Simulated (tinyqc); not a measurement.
Spreading the carriers over a thicker layer: defect, radiative and Auger recombination at equal electron and hole densities (ABC model).

J/(e d) = Ae n + B n^2 + C n^3 with Ae = A + 4 S/w (four side walls, carriers spread evenly), e = 1.602176634e-19 C, lengths in cm; internal efficiency IQE = B n^2/(Ae n + B n^2 + C n^3); all injected carriers recombine in the layer.

Values chosen for the exercise (orders of magnitude like those quoted for InP; shifted at random, so the results belong to these values and not to a real crystal): A = 12000000 1/s (defect rate); B = 1.2e-10 cm^3/s (radiative coefficient); C = 6.5e-31 cm^6/s (Auger coefficient); S = 0 cm/s (recombination velocity of the side walls); w = 11 micrometre (side of the square mesa); d = 65 nm (active thickness); J = 99 A/cm^2 (current density).

d is multiplied by the factor listed, at the same J.

Results:

| factor | n (1/cm^3) | defect | radiative | Auger |
|---|---|---|---|---|
| 0.10 | 2.75e+18 | 0.0347 | 0.951 | 0.0141 |
| 0.20 | 1.93e+18 | 0.0488 | 0.941 | 0.00985 |
| 0.50 | 1.21e+18 | 0.0761 | 0.918 | 0.00600 |
| 1.0 | 8.40e+17 | 0.106 | 0.890 | 0.00405 |
| 2.0 | 5.81e+17 | 0.147 | 0.851 | 0.00268 |
| 5.0 | 3.51e+17 | 0.221 | 0.777 | 0.00148 |
| 20 | 1.55e+17 | 0.392 | 0.608 | 0.000511 |

Give the missing row, factor = 10.

Computed row:
```
factor  n (1/cm^3)  defect  radiative     Auger
10        2.36e+17   0.298      0.702  0.000896
```

The best factor listed is 0.1 (IQE 0.9512); the optimum factor equals J/J_peak = 0.041, a layer of 2.67 nm, since only J/d matters and the peak value 0.956 does not depend on d. A thicker layer trades Auger loss (0.0141 to 0.000511) for defect loss (0.0347 to 0.392).

(tinyqc, `OMP_NUM_THREADS=1 python tinyqc.py 1651862 1651863 out.jsonl`, Intel(R) Xeon(R) Processor @ 2.30GHz, 1 thread, shared host, about 0.01 s.)
